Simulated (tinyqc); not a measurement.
Potential-pH (Pourbaix) lines of a metal, its cation, its oxide and an oxyanion, with a complexing ligand: one step, computed by the program tinyqc.

Potentials are against the standard hydrogen electrode; solids and water have unit activity; dG_f of M, H+ and the electron is zero; F = e N_A and s = R T ln(10)/F. The cation carries z = 2.

Problem. Vertical lines. M2+ + 2e = M; MO + 2H+ + 2e = M + H2O; MO2(2-) + 4H+ + 2e = M + 2H2O. For each, E0 = -dG/(z F), and E = E0 + (s/z) log10 a - (s n_H/z) pH, with no activity term for the oxide. Two oxidised species coexist where their lines against the metal cross: pH1 (cation/oxide) = [E0(oxide) - E0(cation)]/s - (log10 a)/z; pH2 (oxide/oxyanion) = {[E0(oxyanion) - E0(oxide)]/s + (log10 a)/z}/(4/z - 1).

Inputs (values chosen for the exercise, modelled on zinc): temperature T = 298.15 K; log10 of the dissolved activity a = -3.

Species: M, M2+, MO, MO2(2-).

E0 (V): cation -0.7571099, oxide -0.4421397, oxyanion 0.3754457

s = 0.05915935 V

Give: pH1; pH2; width of the oxide field, pH2 - pH1.

Solution.

pH1 = 6.824

pH2 = 12.32

width of the oxide field, pH2 - pH1 = 5.496

The oxide is stable from pH 6.82 to 12.32; each decade less of dissolved metal narrows this field by 1.00 pH units.
